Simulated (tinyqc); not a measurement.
Equilibrium and kinetic segregation of a solute to boundaries and growing surfaces: one step, computed by the program tinyqc.

Task: Boundary energy. Gibbs adsorption for this isotherm in a dilute matrix: gamma = gamma_0 + Gam_0 [k_B T ln(1 - theta)], Gam_0 = delta/Omega sites per area.

Inputs (values chosen for the exercise, modelled on a solute in a copper line):

| quantity | value | unit |
|---|---|---|
| temperature T | 950 | K |
| boundary thickness delta | 0.4 | nm |
| atomic volume Omega | 11.81 | angstrom^3 |
| clean boundary energy gamma_0 | 0.44 | J/m^2 |

Isotherm: Langmuir-McLean.

coverage theta = 0.3257336

Constants: 1 eV/angstrom^2 = 16.02176634 J/m^2; k_B = 8.617333262e-05 eV/K.

Give: Gam_0; boundary energy gamma.

Result:

Gam_0 = 33.87 1/nm^2

boundary energy gamma = 0.2649 J/m^2

Segregation lowers gamma by 40 %, and the driving force of grain growth with it.
